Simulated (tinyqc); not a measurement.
From one set of inputs to another, one input at a time: grain-boundary diffusion: Harrison regimes, Fisher and Le Claire analysis, Hart average. Computed by tinyqc, a small Python program. Command: `OMP_NUM_THREADS=1 python tinyqc.py 3026881 3026882 out.jsonl gbdiff ladder`. One thread of a shared host (Intel(R) Xeon(R) Processor @ 2.30GHz), about 0.01 s of CPU time with the checks.

A boundary is a slab of width delta with diffusivity D_b, normal to a surface held at constant concentration; it leaks into grains of diffusivity D.

The inputs printed are set A. Inputs not listed in the table keep their values of set A, so the rows need not describe a real material.

Inputs (values chosen for the exercise, for a model polycrystal):

| quantity | value | unit |
|---|---|---|
| lattice prefactor D0 | 0.00019 | m^2/s |
| lattice activation energy E | 4.03 | eV |
| boundary prefactor D0b | 3.9e-05 | m^2/s |
| boundary activation energy E_b | 2.56 | eV |
| boundary width delta | 0.6 | nm |
| segregation factor s | 1 | - |
| grain size d | 1.2 | um |
| temperature T | 1600 | K |
| time t | 230000 | s |

Constants: k_B = 8.617333262e-05 eV/K.

Method:
- D = D0 exp(-E/(k_B T)), D_b = D0b exp(-E_b/(k_B T)).
- Triple product P = s delta D_b.
- Hart average for parallel slabs: f = delta/d, D_eff = (s f D_b + (1 - f) D)/(1 - f + s f); share of the boundaries = s f D_b/(s f D_b + (1 - f) D); depth sqrt(D_eff t).
- Fisher: the mean concentration falls as exp(-y/y_F), y_F = sqrt(P) (pi t/(4 D))^(1/4), with the boundary equation P d2c/dy2 = 2 c sqrt(D/(pi t)). Le Claire (from the Whipple solution): ln c falls as -(y/y_L)^(6/5) with P = 1.322 sqrt(D/t) y_L^2.

Each row keeps all changes above it:

| input moved | from | to | Le Claire depth y_L (um) | D_eff (m^2/s) | depth sqrt(D_eff t) (um) |
|---|---|---|---|---|---|
| set A | - | - | 3.44 | 2.068e-16 | 6.90 |
| time t (s) | 230000 | 8800 | 1.52 | 2.068e-16 | 1.35 |
| grain size d (um) | 1.2 | 0.022 | 1.52 | 9.224e-15 | 9.01 |
| segregation factor s | 1 | 30 | 8.33 | 1.539e-13 | 36.80 |
| lattice prefactor D0 (m^2/s) and lattice activation energy E (eV) | 0.00019, 4.03 | 1.3e-05, 3.92 | 13.34 | 1.539e-13 | 36.80 |
| temperature T (K) | 1600 | 1250 | 7.26 | 8.499e-16 | 2.73 |

Le Claire depth y_L goes from 3.44 to 7.26, a factor 2.11 in all. The largest single move comes from segregation factor s (a factor 5.48), and time t works against it (a factor 0.442). D_eff goes from 2.07e-16 to 8.50e-16, a factor 4.11 in all. The largest single move comes from temperature T (a factor 0.00552), but it runs against the net change; the largest move in the direction of the net change is grain size d (a factor 44.6). Depth sqrt(D_eff t) goes from 6.90 to 2.73, a factor 0.397 in all. The largest single move comes from temperature T (a factor 0.0743), and grain size d works against it (a factor 6.68). The single moves hold for this order of the switches; the total does not depend on the order.

Caution (rows set A, time t, temperature T): outside regime A (which needs sqrt(D t) above about 3 d) the Hart average and its depth are formal: they describe a profile only in regime A or at steady state. Caution (all rows): the Fisher and Le Claire forms need regime B with beta above 10.

Extremes, crossings and ranges named in words are read from the listed rows.
